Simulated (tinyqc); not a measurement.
Worked calculation: trap in a gate oxide as a short-range spherical well. Values are carried at full precision from step to step, so a last printed digit may differ when a step is redone from the rounded ones.

A spherical well of radius R and depth V0 below the conduction edge, one mass m, c = hbar^2/2m0. The s level at binding Et solves k cot(k R) = -kappa with k = sqrt(m (V0 - Et)/c), kappa = sqrt(m Et/c); it exists for V0 > Vc = c (pi/2R)^2/m. Outside, psi falls as exp(-kappa r)/r.

Constants: hbar^2/2m0 = 3.80998211 eV angstrom^2; fine-structure constant alpha = 0.007297352564; hc = 1239.841984 eV nm; kB = 8.617333262e-05 eV/K.

Parameters, chosen for this exercise (near those of Al2O3 on GaAs; shifted at random, so the results belong to these values and not to a real crystal):
- R = 4.6 angstrom (radius of the well)
- V0 = 4.2 eV (depth of the well)
- m = 0.317 m0 (mass)
- n_r = 1.73 (refractive index)
- dEc = 1.94 eV (conduction offset to the channel)
- Fox = 4.3 MV/cm (oxide field, lowering levels away from the channel)
- t0 = 0.38 x 1e-11 s (time constant at the interface)
- T = 300 K (temperature)
- EF = -0.04 eV (Fermi level above the channel edge)
- x = 13 angstrom (depth of the trap)

## The bound level

Solve for Et; the share outside is [sin^2(kR)/(2 kappa)]/[sin^2(kR)/(2 kappa) + R/2 - sin(2kR)/(4k)].

Et = 1.4523 eV
k = 0.4781 1/angstrom
kappa = 0.3476 1/angstrom
share outside = 0.252
Vc = 1.401 eV

The well is 3.00 times the critical depth. Since dEt/dV0 equals the share inside, 0.75, a 1 % change of V0 moves Et by 2.2 %. The decay length is 2.9 angstrom, 0.6 times R.

## Peak of the photo-ionisation cross-section

Lucovsky model (delta well, plane-wave final states, no local-field factor): sigma = (32 pi alpha c/(3 n_r m Et)) (x - 1)^(3/2)/x^3, x = h nu/Et, c = hbar^2/2m0; 1 angstrom^2 = 1e-16 cm^2.

The maximum lies at x = 2. Give the photon energy, its wavelength and sigma there.

h nu = 2.905 eV
wavelength = 427 nm
sigma = 14.6 x 1e-18 cm^2

With 25 % of the state outside the well the delta-well form is only a rough model of this centre.

## Level, tunnelling time and occupation

Energies from the conduction edge of the channel. The trap level at depth x is E_T = dEc - Et - e Fox x (1 MV/cm = 0.01 eV/angstrom). An electron at the channel edge tunnels with the WKB exponent S = (4/3) sqrt(m/c) [dEc^(3/2) - (dEc - e Fox x)^(3/2)]/(e Fox), c = hbar^2/2m0; tau = t0 exp(S); the occupation is f = 1/(1 + exp((E_T - EF)/kB T)), tau_c = tau/f and tau_e = tau/(1 - f). Lattice relaxation is left out; a level below the channel edge needs phonons as well, so tau is then a lower bound, while a level above it can also empty elastically at its own energy, through a thinner barrier, faster than this tau.

Give E_T, S, tau and ln(tau_c/tau_e) = (E_T - EF)/kB T.

E_T = -0.071 eV
S = 9.653
tau = 5.91e-08 s
ln(tau_c/tau_e) = -1.2

The level lies within 3 kB T of EF, so the trap switches and shows as telegraph noise. A flat barrier would give S = 2 sqrt(m dEc/c) x = 10.45.

## Checks

- Et from the radial equation on a grid against the matching condition, eV: both 1.45.

Run: tinyqc, `OMP_NUM_THREADS=1 python tinyqc.py 1281249 1281250 out.jsonl`; Intel(R) Xeon(R) Processor @ 2.30GHz, one thread, shared host; about 0.01 s of CPU time with all checks.
